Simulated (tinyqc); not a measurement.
Series resistance and length offset from two lengths at two overdrives.

Problem. In strong inversion R W = Rsd + k(x)(L - dL), k(x) = (1 + th1 x)/(mu0 Cox x), x the overdrive, Cox = eps0 eox/tox, with Rsd and dL independent of x. Find dL, Rsd, mu0 and th1.

Inputs (values chosen for the exercise):
```
symbol,value,unit,meaning
eox,8.92,,relative permittivity of the gate insulator (close to aluminium oxide)
tox,9.8,nm,insulator thickness
```

Constants: eps0 = 8.8541878128e-14 F/cm where lengths are in cm. Results are converted to the units shown.

total resistance times width (ohm um):
```
,L = 0.075 um,L = 0.49 um
overdrive 0.52 V,954.828153,5337.95208
overdrive 1.09 V,657.267264,3048.65298
```

Answer. At each overdrive R W is a straight line in L; the two lines cross at L = dL, R W = Rsd. Their slopes give k x = (1 + th1 x)/(mu0 Cox), a straight line in x.

dL = 0.01300 um
Rsd = 300.0 ohm um
mu0 = 260.0 cm^2/(V s)
th1 = 0.2900 1/V

Computed by the program tinyqc: `OMP_NUM_THREADS=1 python tinyqc.py 2210043 2210044 out.jsonl`, one thread of a shared Intel Xeon 2.30GHz, about 0.01 s for the whole run.
